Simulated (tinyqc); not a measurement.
# Biaxially strained (001) channel, valley splitting in an inversion layer: what changes with what

A thin layer grown on a relaxed buffer is stretched in the plane. The two valleys with their long axis along the growth direction (D2) sink against the four in-plane ones (D4); confinement in a triangular well splits them too. Only the lowest subband of each set is kept; one relaxation time, so the weakening of intervalley scattering is left out.

Inputs (values chosen for the exercise); values close to those of silicon on relaxed silicon-germanium: temperature T = 250 K; germanium share of the relaxed buffer x = 0.16; lattice mismatch per unit x b1 = 0.0418; elastic constant c11 = 167 GPa; elastic constant c12 = 63.9 GPa; shear deformation potential Xu = 9.24 eV; longitudinal mass ml = 0.922 m0; transverse mass mt = 0.184 m0; confining field F = 0.28 MV/cm; inversion density Ns = 6.3e11 cm^-2.

Constants: q = 1.602176634e-19 C, kB = 1.380649e-23 J/K, hbar = 1.054571817e-34 J s, m0 = 9.1093837015e-31 kg, Vt = kB T/q, hbar^2/(2 m0) = 0.0380998212 eV nm^2. Results are converted to the units shown.

Each table varies one quantity; the others keep the values above.

## Effect of the inversion density

e_par = b1 x, e_perp = -2 (c12/c11) e_par, splitting D = Xu (e_par - e_perp), in-plane stress (c11 + c12 - 2 c12^2/c11) e_par. Levels E(m) = 2.33811 (hbar^2 q^2 F^2/(2 m))^(1/3): E2 = E(ml), E4 = E(mt) + D; N2 = 2 mt kB T/(pi hbar^2), N4 = 4 sqrt(mt ml) kB T/(pi hbar^2). EF solves Ns = N2 ln(1 + exp((EF - E2)/Vt)) + N4 ln(1 + exp((EF - E4)/Vt)); f2 is the share in D2, and 1/mc = f2/mt + (1 - f2)(1/mt + 1/ml)/2. The gain is mc(x = 0)/mc.

The same in every row: D (meV) = 109.1.

Result of one run:
```
Ns (cm^-2),f2 without strain,f2,mc (m0),gain
1e13,0.5459,0.9852,0.1851,1.215
```

What becomes of these results when the inversion density Ns is changed from 1e13 to 2.8e12 cm^-2, all else the same?

Result of the changed run:
```
Ns (cm^-2),f2 without strain,f2,mc (m0),gain
2.8e12,0.6677,0.9962,0.1843,1.152
```

The whole series:
```
Ns (cm^-2),f2 without strain,f2,mc (m0),gain
2e11,0.7195,0.9975,0.1842,1.125
3.9e11,0.7157,0.9974,0.1842,1.127
7.5e11,0.7084,0.9973,0.1842,1.131
1.4e12,0.6954,0.9970,0.1842,1.137
2.8e12,0.6677,0.9962,0.1843,1.152
5.4e12,0.6190,0.9940,0.1844,1.177
1e13,0.5459,0.9852,0.1851,1.215
2e13,0.4397,0.9092,0.1909,1.242
```

As Ns goes from 2e11 to 2e13 cm^-2, f2 falls from 0.998 to 0.909 (without strain: it falls from 0.719 to 0.440) and the gain rises from 1.13 to 1.24. For Ns = 5.4e12 to 2e13 cm^-2 the second D2 subband, left out here, lies within 2 Vt of EF or below it.

## Effect of the confining field

Same model as above.

The same in every row: D (meV) = 109.09.

Effect of the confining field:
```
F (MV/cm),f2 without strain,f2,mc (m0),gain
0.1,0.42822,0.99106,0.18466,1.2921
0.3,0.73354,0.99764,0.18417,1.1183
0.5,0.88493,0.99917,0.18406,1.0479
0.7,0.94993,0.99966,0.18402,1.0203
0.9,0.97739,0.99985,0.18401,1.0091
1.1,0.98936,0.99993,0.18401,1.0043
1.3,0.99480,0.99997,0.18400,1.0021
1.5,0.99737,0.99998,0.18400,1.0010
```

As F goes from 0.1 to 1.5 MV/cm, f2 rises from 0.991 to 1.00 (without strain: it rises from 0.428 to 0.997) and the gain falls from 1.29 to 1.00. Strong confinement already empties D4, so strain has less to move.

Numbers from tinyqc (`OMP_NUM_THREADS=1 python tinyqc.py 2530020 2530021 out.jsonl`; about 0.01 s on one thread of a shared Intel Xeon 2.30GHz).
